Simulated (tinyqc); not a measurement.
Inside a calculation. Model: free and trapped electrons in a MOS channel with a dense trap tail.

Computed by the program tinyqc: `OMP_NUM_THREADS=1 python tinyqc.py 2222076 2222077 out.jsonl`, one thread of a shared Intel Xeon 2.30GHz, about 0.02 s for the whole run. Printed values are rounded.

p-type body, charge-sheet picture, full ionisation (an idealisation for deep acceptors), Boltzmann statistics for free electrons. e = Ec - EF at the surface. Acceptor-like traps of density D(E) = D0 + De exp(-E/Ew) at depth E below Ec, from 0 to Eu, hold n_t = integral of D(E)/(1 + exp((e - E)/Vt)). psi = Eg - Vt ln(Nv/Na) - e; N_dep = sqrt(2 eps0 eps_r Na (psi - Vt)/q); n_f = sqrt(N_dep^2 + 2 eps0 eps_r Vt Nc exp(-e/Vt)/q) - N_dep; Vg = Vfb + psi + q (N_dep + n_t + n_f)/Cox, Cox = eps0 eox/tox.

Values chosen for this exercise; band and dielectric values close to those of 4H silicon carbide: temperature T = 250 K; band gap Eg = 3.28 eV; relative permittivity eps_r = 9.61; conduction-band density of states at T Nc = 1.29e19 cm^-3; valence-band density of states at T Nv = 1.86e19 cm^-3; relative permittivity of the insulator eox = 3.9; insulator thickness tox = 48 nm; acceptor density Na = 7.8e16 cm^-3; flat-band voltage without trapped charge Vfb = -2.92 V; constant background density of acceptor-like traps D0 = 4.6e10 cm^-2 eV^-1; density of the tail at the conduction edge De = 3.7e12 cm^-2 eV^-1; decay energy of the tail Ew = 0.07 eV; depth below Ec down to which the traps reach Eu = 0.53 eV; mobility of free electrons mf = 110 cm^2/(V s); Ec - EF at the surface e = 0.09 eV.

Constants: q = 1.602176634e-19 C, kB = 1.380649e-23 J/K, Vt = kB T/q, eps0 = 8.8541878128e-14 F/cm where lengths are in cm. Results are converted to the units shown.

## Trapped charge

Trapezoid rule on 13 equal steps from 0 to Eu, f = 1/(1 + exp((e - E)/Vt)).

| point | E (eV) | D(E) f (cm^-2 eV^-1) |
|---|---|---|
| 0 | 0 | 5.65768e10 |
| 1 | 0.0407692 | 1.95114e11 |
| 2 | 0.0815385 | 4.83784e11 |
| 3 | 0.122308 | 5.64690e11 |
| 4 | 0.163077 | 3.92897e11 |
| 5 | 0.203846 | 2.45893e11 |
| 6 | 0.244615 | 1.58225e11 |
| 7 | 0.285385 | 1.08738e11 |
| 8 | 0.326154 | 8.10476e10 |
| 9 | 0.366923 | 6.55763e10 |
| 10 | 0.407692 | 5.69344e10 |
| 11 | 0.448462 | 5.21074e10 |
| 12 | 0.489231 | 4.94112e10 |
| 13 | 0.53 | 4.79053e10 |

n_t = 1.02195e11 cm^-2

With 1600 steps n_t = 1.024e11 cm^-2; the coarse value is 0.24 % below it.

## Charges and gate voltage

psi, N_dep, n_f and Vg as defined, with the n_t given; free share n_f/(n_f + n_t); apparent mobility mf n_f/(n_f + n_t); gate voltage spent on traps q n_t/Cox.

psi = 3.07207 V
N_dep = 1.58976e12 cm^-2
n_f = 1.41737e10 cm^-2
Vg = 3.95176 V
free share = 12.1800 %
apparent mobility = 13.3980 cm^2/(V s)
gate voltage spent on traps = 0.227597 V
